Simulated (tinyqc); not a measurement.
UHF in the sto-3g basis, for H6, spin multiplicity 1, step by step (part 2 of 3). This run ends on a higher stationary point, not on the lowest solution. Computed by tinyqc, a small Python program that keeps every step (integrals from PySCF). Command: `OMP_NUM_THREADS=1 python tinyqc.py 31148 31149 out.jsonl` (the two numbers bound the seeds that draw the settings). One thread of a shared host (Intel(R) Xeon(R) Processor @ 2.60GHz), about 0.1 s of CPU time with the checks.

Geometry (angstrom):
```
atom         x         y         z
H     0.000000  0.000000  0.000000
H     0.000000  0.000000  1.215000
H     0.000000  0.000000  2.674000
H     0.000000  0.000000  3.889000
H     0.000000  0.000000  5.348000
H     0.000000  0.000000  6.564000
```

## Iteration 2: DIIS over 2 matrices

error matrix X^T (FDS - SDF) X (alpha):
```
          1          2          3          4          5          6
1  0.000000  -0.002401  -0.000810  -0.008567  -0.028375  -0.017399
2  0.002401   0.000000   0.005665  -0.069409  -0.015547   0.015311
3  0.000810  -0.005665   0.000000  -0.006084   0.025761  -0.008274
4  0.008567   0.069409   0.006084   0.000000   0.000867  -0.001613
5  0.028375   0.015547  -0.025761  -0.000867   0.000000   0.000264
6  0.017399  -0.015311   0.008274   0.001613  -0.000264   0.000000
```

B (overlaps of the stored error matrices):
```
                1               2
1   4.8020318e-01  -6.0748558e-02
2  -6.0748558e-02   2.9129758e-02
```

Minimise |sum c_i e_i|^2 with sum c_i = 1: solve [B -1; -1 0][c; lambda] = [0; -1] with B_ij = tr e_i^T e_j summed over both spins, and take F = sum c_i F_i.

DIIS coefficients: 0.142476  0.857524

extrapolated F(alpha) (hartree):
```
           1H 1s      2H 1s      3H 1s      4H 1s      5H 1s      6H 1s
1H 1s  -0.210175  -0.387844  -0.048812   0.011302  -0.000153  -0.005059
2H 1s  -0.387844  -0.223886  -0.228387  -0.062230  -0.003151   0.003754
3H 1s  -0.048812  -0.228387  -0.261138  -0.376624  -0.054108   0.013534
4H 1s   0.011302  -0.062230  -0.376624  -0.177760  -0.227802  -0.064839
5H 1s  -0.000153  -0.003151  -0.054108  -0.227802  -0.215091  -0.372603
6H 1s  -0.005059   0.003754   0.013534  -0.064839  -0.372603  -0.158720
```

extrapolated F(beta) (hartree):
```
           1H 1s      2H 1s      3H 1s      4H 1s      5H 1s      6H 1s
1H 1s  -0.158991  -0.373090  -0.064938   0.013489   0.003753  -0.005058
2H 1s  -0.373090  -0.215557  -0.227719  -0.054073  -0.003153  -0.000152
3H 1s  -0.064938  -0.227719  -0.177625  -0.376595  -0.062277   0.011342
4H 1s   0.013489  -0.054073  -0.376595  -0.261065  -0.228473  -0.048697
5H 1s   0.003753  -0.003153  -0.062277  -0.228473  -0.223730  -0.387403
6H 1s  -0.005058  -0.000152   0.011342  -0.048697  -0.387403  -0.209808
```

## Iteration 2: diagonalisation and new density

X:
```
               1          2          3          4          5         6
1H 1s   0.368316  -0.588915  -0.548701   0.443057  -0.389043  0.210580
2H 1s  -0.596910   0.687634   0.332817   0.236077  -0.423775  0.316633
3H 1s   0.780164  -0.232993   0.514017  -0.419881  -0.140085  0.400249
4H 1s  -0.779684  -0.235935  -0.513362  -0.419674   0.141296  0.400071
5H 1s   0.595179   0.687987  -0.334184   0.236580   0.424068  0.316014
6H 1s  -0.366693  -0.588245   0.549835   0.443729   0.388898  0.209915
```

Diagonalise F' = X^T F X, C = X C', fill 3 alpha and 3 beta electrons from the bottom; D(s) = C_occ C_occ^T. Each column has its largest component positive (the first on a tie).

F' = X^T F X (alpha) (hartree):
```
           1          2          3          4          5          6
1   0.560324   0.014509  -0.010587   0.024840  -0.017623  -0.020160
2   0.014509   0.365477   0.000292  -0.031953  -0.008502   0.003488
3  -0.010587   0.000292   0.168197   0.040174  -0.010094  -0.010651
4   0.024840  -0.031953   0.040174  -0.321397   0.007914   0.001838
5  -0.017623  -0.008502  -0.010094   0.007914  -0.433472   0.011778
6  -0.020160   0.003488  -0.010651   0.001838   0.011778  -0.512779
```

orbital energies (alpha) (hartree): MO1 -0.514947, MO2 -0.433243, MO3 -0.326094, MO4 0.171603, MO5 0.366151, MO6 0.562881

coefficients C (alpha):
```
            MO1        MO2        MO3        MO4        MO5        MO6
1H 1s  0.259429  -0.401676  -0.417049   0.506060  -0.626512  -0.352644
2H 1s  0.360124  -0.396058  -0.228534  -0.347562   0.718688   0.547168
3H 1s  0.441492  -0.019656   0.491653  -0.487100  -0.264032  -0.734353
4H 1s  0.361881   0.197093   0.344263   0.572200  -0.157681   0.801663
5H 1s  0.253473   0.450509  -0.320225   0.307081   0.632198  -0.641238
6H 1s  0.155195   0.376588  -0.416229  -0.560756  -0.587807   0.419406
```

F' = X^T F X (beta) (hartree):
```
           1          2          3          4          5          6
1   0.560402  -0.014347  -0.010481  -0.024714  -0.017701   0.020203
2  -0.014347   0.365361  -0.000416  -0.032146   0.008523   0.003435
3  -0.010481  -0.000416   0.168263  -0.040074  -0.010003   0.010745
4  -0.024714  -0.032146  -0.040074  -0.321388  -0.007719   0.001771
5  -0.017701   0.008523  -0.010003  -0.007719  -0.433546  -0.011692
6   0.020203   0.003435   0.010745   0.001771  -0.011692  -0.512737
```

orbital energies (beta) (hartree): MO1 -0.514887, MO2 -0.433302, MO3 -0.326118, MO4 0.171659, MO5 0.366074, MO6 0.562928

coefficients C (beta):
```
            MO1        MO2        MO3        MO4        MO5        MO6
1H 1s  0.156237   0.377441  -0.414755  -0.559876  -0.588520   0.420521
2H 1s  0.254609   0.450955  -0.318792   0.306275   0.632055  -0.642161
3H 1s  0.362156   0.194944   0.345137   0.572509  -0.155614   0.801882
4H 1s  0.441441  -0.022305   0.491526  -0.486423  -0.265915  -0.734150
5H 1s  0.359400  -0.396297  -0.229765  -0.348635   0.718511   0.545981
6H 1s  0.258366  -0.400995  -0.418438   0.507087  -0.625853  -0.351492
```

D(alpha) after iteration 2:
```
           1H 1s      2H 1s      3H 1s      4H 1s      5H 1s      6H 1s
1H 1s   0.402576   0.347823  -0.082612  -0.128859   0.018349   0.062584
2H 1s   0.347823   0.338779   0.054418  -0.026414  -0.013963   0.001861
3H 1s  -0.082612   0.054418   0.437024   0.325151  -0.054388  -0.143525
4H 1s  -0.128859  -0.026414   0.325151   0.288320   0.070278  -0.012907
5H 1s   0.018349  -0.013963  -0.054388   0.070278   0.369751   0.342281
6H 1s   0.062584   0.001861  -0.143525  -0.012907   0.342281   0.339150
```

D(beta) after iteration 2:
```
           1H 1s      2H 1s      3H 1s      4H 1s      5H 1s      6H 1s
1H 1s   0.338894   0.342209  -0.012985  -0.143312   0.001869   0.062563
2H 1s   0.342209   0.369814   0.070092  -0.054358  -0.013958   0.018346
3H 1s  -0.012985   0.070092   0.288280   0.325166  -0.026397  -0.129022
4H 1s  -0.143312  -0.054358   0.325166   0.436965   0.054558  -0.082676
5H 1s   0.001869  -0.013958  -0.026397   0.054558   0.339011   0.347912
6H 1s   0.062563   0.018346  -0.129022  -0.082676   0.347912   0.402640
```

## Iteration 3: building the Fock matrix

core Hamiltonian H = T + V (hartree):
```
           1H 1s      2H 1s      3H 1s      4H 1s      5H 1s      6H 1s
1H 1s  -1.409932  -0.738272  -0.079357  -0.006024  -0.000115  -0.000002
2H 1s  -0.738272  -1.682211  -0.571427  -0.082658  -0.003399  -0.000114
3H 1s  -0.079357  -0.571427  -1.789175  -0.822427  -0.082656  -0.006009
4H 1s  -0.006024  -0.082658  -0.822427  -1.789136  -0.571393  -0.079198
5H 1s  -0.000115  -0.003399  -0.082656  -0.571393  -1.681899  -0.737186
6H 1s  -0.000002  -0.000114  -0.006009  -0.079198  -0.737186  -1.409473
```

nuclear repulsion = 3.50180376 hartree

Given earlier and not repeated: Two-electron integrals (ij|kl) in chemists' order.

J_ij = sum D_kl (ij|kl) with D = D(alpha) + D(beta), K_ij = sum D_kl (ik|jl) for each spin; F = H + J - K(s); E = tr D H + tr D J / 2 - 0.5 sum_s tr D(s) K(s) + E_nn.

Coulomb J (hartree):
```
          1H 1s     2H 1s     3H 1s     4H 1s     5H 1s     6H 1s
1H 1s  1.692635  0.681105  0.063123  0.004166  0.000065  0.000001
2H 1s  0.681105  1.951040  0.513762  0.066302  0.002306  0.000065
3H 1s  0.063123  0.513762  2.054649  0.761885  0.066300  0.004155
4H 1s  0.004166  0.066302  0.761885  2.054638  0.513737  0.062990
5H 1s  0.000065  0.002306  0.066300  0.513737  1.950782  0.680057
6H 1s  0.000001  0.000065  0.004155  0.062990  0.680057  1.692249
```

exchange K(alpha) (hartree):
```
           1H 1s      2H 1s      3H 1s      4H 1s      5H 1s      6H 1s
1H 1s   0.493939   0.336054   0.035945  -0.013343  -0.000978   0.004478
2H 1s   0.336054   0.481068   0.165427   0.043623   0.000699  -0.002727
3H 1s   0.035945   0.165427   0.535568   0.325390   0.037600  -0.013191
4H 1s  -0.013343   0.043623   0.325390   0.439405   0.158431   0.047425
5H 1s  -0.000978   0.000699   0.037600   0.158431   0.499878   0.331359
6H 1s   0.004478  -0.002727  -0.013191   0.047425   0.331359   0.446740
```

exchange K(beta) (hartree):
```
           1H 1s      2H 1s      3H 1s      4H 1s      5H 1s      6H 1s
1H 1s   0.446850   0.331705   0.047470  -0.013166  -0.002725   0.004478
2H 1s   0.331705   0.500137   0.158391   0.037588   0.000701  -0.000980
3H 1s   0.047470   0.158391   0.439331   0.325378   0.043642  -0.013369
4H 1s  -0.013166   0.037588   0.325378   0.535574   0.165479   0.035883
5H 1s  -0.002725   0.000701   0.043642   0.165479   0.480990   0.335715
6H 1s   0.004478  -0.000980  -0.013369   0.035883   0.335715   0.493718
```

F(alpha) (hartree):
```
           1H 1s      2H 1s      3H 1s      4H 1s      5H 1s      6H 1s
1H 1s  -0.211236  -0.393220  -0.052179   0.011485   0.000929  -0.004479
2H 1s  -0.393220  -0.212239  -0.223092  -0.059978  -0.001792   0.002678
3H 1s  -0.052179  -0.223092  -0.270094  -0.385933  -0.053955   0.011337
4H 1s   0.011485  -0.059978  -0.385933  -0.173903  -0.216087  -0.063633
5H 1s   0.000929  -0.001792  -0.053955  -0.216087  -0.230994  -0.388488
6H 1s  -0.004479   0.002678   0.011337  -0.063633  -0.388488  -0.163965
```

F(beta) (hartree):
```
           1H 1s      2H 1s      3H 1s      4H 1s      5H 1s      6H 1s
1H 1s  -0.164146  -0.388871  -0.063704   0.011308   0.002675  -0.004479
2H 1s  -0.388871  -0.231308  -0.216056  -0.053943  -0.001794   0.000930
3H 1s  -0.063704  -0.216056  -0.173857  -0.385921  -0.059997   0.011516
4H 1s   0.011308  -0.053943  -0.385921  -0.270071  -0.223135  -0.052090
5H 1s   0.002675  -0.001794  -0.059997  -0.223135  -0.212106  -0.392844
6H 1s  -0.004479   0.000930   0.011516  -0.052090  -0.392844  -0.210943
```

total energy of this density = -2.99567463 hartree

## Iteration 3: DIIS over 3 matrices

error matrix X^T (FDS - SDF) X (alpha):
```
           1          2         3          4          5          6
1   0.000000  -0.000607  0.000313  -0.005119  -0.007409  -0.010871
2   0.000607   0.000000  0.000995  -0.010995  -0.008810   0.008437
3  -0.000313  -0.000995  0.000000  -0.000828  -0.007782  -0.003826
4   0.005119   0.010995  0.000828   0.000000  -0.000663  -0.001096
5   0.007409   0.008810  0.007782   0.000663   0.000000  -0.000066
6   0.010871  -0.008437  0.003826   0.001096   0.000066   0.000000
```

B (overlaps of the stored error matrices):
```
                1               2              3
1   4.8020318e-01  -6.0748558e-02  8.6041088e-03
2  -6.0748558e-02   2.9129758e-02  5.2578943e-03
3   8.6041088e-03   5.2578943e-03  2.1881658e-03
```

As before.

DIIS coefficients: -0.080279  -0.427060  1.507339

extrapolated F(alpha) (hartree):
```
           1H 1s      2H 1s      3H 1s      4H 1s      5H 1s      6H 1s
1H 1s  -0.211420  -0.396074  -0.053882   0.011597   0.001556  -0.004170
2H 1s  -0.396074  -0.206515  -0.220800  -0.059137  -0.001107   0.002187
3H 1s  -0.053882  -0.220800  -0.276705  -0.391607  -0.054228   0.010220
4H 1s   0.011597  -0.059137  -0.391607  -0.173870  -0.210258  -0.062981
5H 1s   0.001556  -0.001107  -0.054228  -0.210258  -0.239848  -0.397161
6H 1s  -0.004170   0.002187   0.010220  -0.062981  -0.397161  -0.166675
```

extrapolated F(beta) (hartree):
```
           1H 1s      2H 1s      3H 1s      4H 1s      5H 1s      6H 1s
1H 1s  -0.166815  -0.397491  -0.063038   0.010198   0.002184  -0.004170
2H 1s  -0.397491  -0.240089  -0.210255  -0.054228  -0.001108   0.001558
3H 1s  -0.063038  -0.210255  -0.173872  -0.391603  -0.059141   0.011623
4H 1s   0.010198  -0.054228  -0.391603  -0.276707  -0.220821  -0.053805
5H 1s   0.002184  -0.001108  -0.059141  -0.220821  -0.206389  -0.395729
6H 1s  -0.004170   0.001558   0.011623  -0.053805  -0.395729  -0.211157
```

## Iteration 3: diagonalisation and new density

As before.

F' = X^T F X (alpha) (hartree):
```
           1          2          3          4          5          6
1   0.559624   0.005973  -0.014549   0.017389  -0.028858  -0.036878
2   0.005973   0.374694   0.003149  -0.050645  -0.022454   0.016364
3  -0.014549   0.003149   0.188194   0.041635  -0.021368  -0.016926
4   0.017389  -0.050645   0.041635  -0.340492  -0.003514   0.000069
5  -0.028858  -0.022454  -0.021368  -0.003514  -0.445069   0.005664
6  -0.036878   0.016364  -0.016926   0.000069   0.005664  -0.518371
```

orbital energies (alpha) (hartree): MO1 -0.520696, MO2 -0.447048, MO3 -0.347571, MO4 0.192249, MO5 0.379025, MO6 0.562620

coefficients C (alpha):
```
            MO1        MO2        MO3        MO4        MO5        MO6
1H 1s  0.238594  -0.385859  -0.449639   0.492649  -0.616018  -0.381283
2H 1s  0.311951  -0.384439  -0.285627  -0.339907   0.702718   0.582619
3H 1s  0.457353  -0.091526   0.478883  -0.496596  -0.209574  -0.738831
4H 1s  0.363831   0.106052   0.373108   0.583377  -0.183512   0.791471
5H 1s  0.282088   0.474191  -0.290688   0.317944   0.647066  -0.605143
6H 1s  0.191071   0.403916  -0.358082  -0.551101  -0.611677   0.411430
```

F' = X^T F X (beta) (hartree):
```
           1          2          3          4          5          6
1   0.559627  -0.005941  -0.014532  -0.017331  -0.028873   0.036915
2  -0.005941   0.374643  -0.003248  -0.050793   0.022442   0.016397
3  -0.014532  -0.003248   0.188234  -0.041464  -0.021290   0.016910
4  -0.017331  -0.050793  -0.041464  -0.340473   0.003549   0.000066
5  -0.028873   0.022442  -0.021290   0.003549  -0.445094  -0.005649
6   0.036915   0.016397   0.016910   0.000066  -0.005649  -0.518361
```

orbital energies (beta) (hartree): MO1 -0.520687, MO2 -0.447072, MO3 -0.347542, MO4 0.192258, MO5 0.378998, MO6 0.562621

coefficients C (beta):
```
            MO1        MO2        MO3        MO4        MO5        MO6
1H 1s  0.191737   0.404071  -0.357299  -0.550109  -0.612116   0.412969
2H 1s  0.282898   0.474158  -0.289876   0.316947   0.646648  -0.606620
3H 1s  0.364000   0.104705   0.373341   0.583770  -0.180876   0.791791
4H 1s  0.457281  -0.093207   0.478592  -0.496220  -0.211963  -0.738412
5H 1s  0.311319  -0.384611  -0.286417  -0.340919   0.702992   0.581040
6H 1s  0.237811  -0.385531  -0.450395   0.493639  -0.615647  -0.379829
```

D(alpha) after iteration 3:
```
           1H 1s      2H 1s      3H 1s      4H 1s      5H 1s      6H 1s
1H 1s   0.407990   0.351198  -0.070887  -0.121877   0.015038   0.050741
2H 1s   0.351198   0.326690   0.041076  -0.033843  -0.011271   0.006602
3H 1s  -0.070887   0.041076   0.446878   0.335368  -0.053593  -0.121061
4H 1s  -0.121877  -0.033843   0.335368   0.282830   0.044463  -0.021249
5H 1s   0.015038  -0.011271  -0.053593   0.044463   0.388931   0.349523
6H 1s   0.050741   0.006602  -0.121061  -0.021249   0.349523   0.327879
```

D(beta) after iteration 3:
```
           1H 1s      2H 1s      3H 1s      4H 1s      5H 1s      6H 1s
1H 1s   0.327699   0.349408  -0.021294  -0.120985   0.006618   0.050741
2H 1s   0.349408   0.388886   0.044399  -0.053563  -0.011269   0.015032
3H 1s  -0.021294   0.044399   0.282842   0.335369  -0.033882  -0.121955
4H 1s  -0.120985  -0.053563   0.335369   0.446845   0.041132  -0.070875
5H 1s   0.006618  -0.011269  -0.033882   0.041132   0.326880   0.351316
6H 1s   0.050741   0.015032  -0.121955  -0.070875   0.351316   0.408044
```

## Iteration 23 (converged): orbitals

converged F(alpha) (hartree):
```
           1H 1s      2H 1s      3H 1s      4H 1s      5H 1s      6H 1s
1H 1s  -0.188441  -0.393237  -0.057535   0.010214   0.001653  -0.003719
2H 1s  -0.393237  -0.220936  -0.213574  -0.056592  -0.002207   0.001652
3H 1s  -0.057535  -0.213574  -0.221885  -0.390971  -0.056598   0.010227
4H 1s   0.010214  -0.056592  -0.390971  -0.221726  -0.213551  -0.057470
5H 1s   0.001653  -0.002207  -0.056598  -0.213551  -0.220668  -0.392874
6H 1s  -0.003719   0.001652   0.010227  -0.057470  -0.392874  -0.188257
```

converged F(beta) (hartree):
```
           1H 1s      2H 1s      3H 1s      4H 1s      5H 1s      6H 1s
1H 1s  -0.188367  -0.393235  -0.057547   0.010211   0.001650  -0.003720
2H 1s  -0.393235  -0.220987  -0.213559  -0.056584  -0.002206   0.001651
3H 1s  -0.057547  -0.213559  -0.221734  -0.390971  -0.056593   0.010234
4H 1s   0.010211  -0.056584  -0.390971  -0.221902  -0.213600  -0.057462
5H 1s   0.001650  -0.002206  -0.056593  -0.213600  -0.220828  -0.392871
6H 1s  -0.003720   0.001651   0.010234  -0.057462  -0.392871  -0.188103
```

As before.

F' = X^T F X (alpha) (hartree):
```
           1          2          3          4          5          6
1   0.560681   0.000048  -0.011288   0.000082  -0.029280  -0.000015
2   0.000048   0.370528  -0.000030  -0.050309   0.000014   0.016317
3  -0.011288  -0.000030   0.187330   0.000105  -0.023253  -0.000062
4   0.000082  -0.050309   0.000105  -0.338038   0.000022   0.000241
5  -0.029280   0.000014  -0.023253   0.000022  -0.440348   0.000037
6  -0.000015   0.016317  -0.000062   0.000241   0.000037  -0.514677
```

orbital energies (alpha) (hartree): MO1 -0.514985, MO2 -0.442087, MO3 -0.341581, MO4 0.187912, MO5 0.374379, MO6 0.561838

coefficients C (alpha):
```
            MO1        MO2        MO3        MO4        MO5        MO6
1H 1s  0.218779  -0.398248  -0.402193  -0.523251  -0.614695   0.394564
2H 1s  0.302274  -0.428450  -0.286221   0.332558   0.675037  -0.593592
3H 1s  0.407474  -0.097287   0.432199   0.539900  -0.195775   0.768871
4H 1s  0.407138   0.099165   0.431796  -0.539603  -0.198151  -0.768624
5H 1s  0.301208   0.428731  -0.287014  -0.333651   0.675220   0.592245
6H 1s  0.217816   0.398179  -0.403002   0.524300  -0.614107  -0.393186
```

F' = X^T F X (beta) (hartree):
```
           1          2          3          4          5          6
1   0.560659   0.000010  -0.011294  -0.000025  -0.029349   0.000054
2   0.000010   0.370512  -0.000053  -0.050397  -0.000028   0.016242
3  -0.011294  -0.000053   0.187355   0.000053  -0.023157   0.000050
4  -0.000025  -0.050397   0.000053  -0.338005   0.000050   0.000253
5  -0.029349  -0.000028  -0.023157   0.000050  -0.440357   0.000001
6   0.000054   0.016242   0.000050   0.000253   0.000001  -0.514697
```

orbital energies (beta) (hartree): MO1 -0.515002, MO2 -0.442092, MO3 -0.341561, MO4 0.187930, MO5 0.374373, MO6 0.561820

coefficients C (beta):
```
            MO1        MO2        MO3        MO4        MO5        MO6
1H 1s  0.218617  -0.398339  -0.402038  -0.523365  -0.614637   0.394660
2H 1s  0.302134  -0.428679  -0.286200   0.332562   0.674881  -0.593684
3H 1s  0.407299  -0.097399   0.432077   0.539996  -0.195682   0.768974
4H 1s  0.407316   0.099104   0.431934  -0.539507  -0.198203  -0.768514
5H 1s  0.301439   0.428687  -0.287230  -0.333496   0.675252   0.592104
6H 1s  0.217842   0.397875  -0.403019   0.524291  -0.614304  -0.393168
```

D(alpha) after iteration 23:
```
           1H 1s      2H 1s      3H 1s      4H 1s      5H 1s      6H 1s
1H 1s   0.368225   0.351877  -0.045936  -0.124084   0.010592   0.051164
2H 1s   0.351877   0.356862   0.041147  -0.043009  -0.010493   0.010588
3H 1s  -0.045936   0.041147   0.362296   0.342873  -0.043023  -0.124160
4H 1s  -0.124084  -0.043009   0.342873   0.362043   0.041217  -0.045848
5H 1s   0.010592  -0.010493  -0.043023   0.041217   0.356913   0.351987
6H 1s   0.051164   0.010588  -0.124160  -0.045848   0.351987   0.368401
```

D(beta) after iteration 23:
```
           1H 1s      2H 1s      3H 1s      4H 1s      5H 1s      6H 1s
1H 1s   0.368102   0.351875  -0.045871  -0.124085   0.010614   0.051164
2H 1s   0.351875   0.356961   0.041151  -0.043040  -0.010489   0.010601
3H 1s  -0.045871   0.041151   0.362070   0.342876  -0.043084  -0.124161
4H 1s  -0.124085  -0.043040   0.342876   0.362295   0.041201  -0.045916
5H 1s   0.010614  -0.010489  -0.043084   0.041201   0.357140   0.351989
6H 1s   0.051164   0.010601  -0.124161  -0.045916   0.351989   0.368183
```
